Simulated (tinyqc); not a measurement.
Hole subbands of a hard-walled well, four-band Luttinger model: one step. Mass of HH1 in the plane. Five cases, with inputs chosen for the exercise.

Task: Second order in k: 1/m = g1 + g2 - sum_n 12 c g3^2 D_1n^2/(LHn - HH1) over even n up to 60, with D_1n = 4n/(L (n^2 - 1)) in size, LHn - HH1 = c [(g1 + 2 g2) n^2 - (g1 - 2 g2)](pi/L)^2 + 2 Zs, c = hbar^2/2m0.

Constants: hbar^2/2m0 = 3.80998211 eV angstrom^2.

Give: LHn - HH1 for n = 2, 4, 6; terms for n = 2, 4, 6; sum of all terms; mass without mixing, 1/(g1 + g2); 1/m with mixing.

Case 1.

Values chosen (near those of InP; the results hold for these values, not for the real material): g1 = 5.05 (Luttinger gamma1); g2 = 1.59 (gamma2); g3 = 2.1 (gamma3); L = 195 angstrom (well width along [001]).

shear strain energy Zs = 0.0265775 eV

Result:

LHn - HH1 for n = 2, 4, 6 (meV): 83.9  181.5  344.3
terms for n = 2, 4, 6: 0.4496  0.0332  0.0072
sum of all terms = 0.4947
mass without mixing, 1/(g1 + g2) = 0.1506 m0
1/m with mixing = 6.1453 1/m0

Mixing with the light holes takes m from 0.151 to 0.163 m0.

Case 2.

Values chosen (near those of GaSb; the results hold for these values, not for the real material): g1 = 13.36 (Luttinger gamma1); g2 = 4.68 (gamma2); g3 = 6 (gamma3); L = 55 angstrom (well width along [001]).

shear strain energy Zs = 0.0426126 eV

Result:

LHn - HH1 for n = 2, 4, 6 (meV): 1165.2  4554.3  10202.9
terms for n = 2, 4, 6: 3.3206  0.1359  0.0251
sum of all terms = 3.4963
mass without mixing, 1/(g1 + g2) = 0.0554 m0
1/m with mixing = 14.5437 1/m0

Mixing with the light holes takes m from 0.055 to 0.069 m0.

Case 3.

Values chosen (near those of Ge; the results hold for these values, not for the real material): g1 = 13.41 (Luttinger gamma1); g2 = 4.27 (gamma2); g3 = 5.66 (gamma3); L = 195 angstrom (well width along [001]).

shear strain energy Zs = 0.0630087 eV

Result:

LHn - HH1 for n = 2, 4, 6 (meV): 208.0  468.5  902.6
terms for n = 2, 4, 6: 1.3167  0.0935  0.0201
sum of all terms = 1.4430
mass without mixing, 1/(g1 + g2) = 0.0566 m0
1/m with mixing = 16.2370 1/m0

Mixing with the light holes takes m from 0.057 to 0.062 m0.

Case 4.

Values chosen (near those of Ge; the results hold for these values, not for the real material): g1 = 13.4 (Luttinger gamma1); g2 = 4.23 (gamma2); g3 = 5.69 (gamma3); L = 120 angstrom (well width along [001]).

shear strain energy Zs = 0.0204843 eV

Result:

LHn - HH1 for n = 2, 4, 6 (meV): 256.4  941.4  2083.1
terms for n = 2, 4, 6: 2.8509  0.1242  0.0232
sum of all terms = 3.0120
mass without mixing, 1/(g1 + g2) = 0.0567 m0
1/m with mixing = 14.6180 1/m0

Mixing with the light holes takes m from 0.057 to 0.068 m0.

Case 5.

Values chosen (near those of AlAs; the results hold for these values, not for the real material): g1 = 3.76 (Luttinger gamma1); g2 = 0.82 (gamma2); g3 = 1.42 (gamma3); L = 85 angstrom (well width along [001]); Zs = 0 eV (shear strain energy).

Result:

LHn - HH1 for n = 2, 4, 6 (meV): 101.4  438.6  1000.7
terms for n = 2, 4, 6: 0.8950  0.0331  0.0060
sum of all terms = 0.9375
mass without mixing, 1/(g1 + g2) = 0.2183 m0
1/m with mixing = 3.6425 1/m0

Mixing with the light holes takes m from 0.218 to 0.275 m0.

Computed by tinyqc, one run a case: `OMP_NUM_THREADS=1 python tinyqc.py N N+1 out.jsonl` with N = 1250560, 1250710, 1250829, 1250988, 1251260; one thread of a shared Intel(R) Xeon(R) Processor @ 2.30GHz, about 0.5 s a run at most.
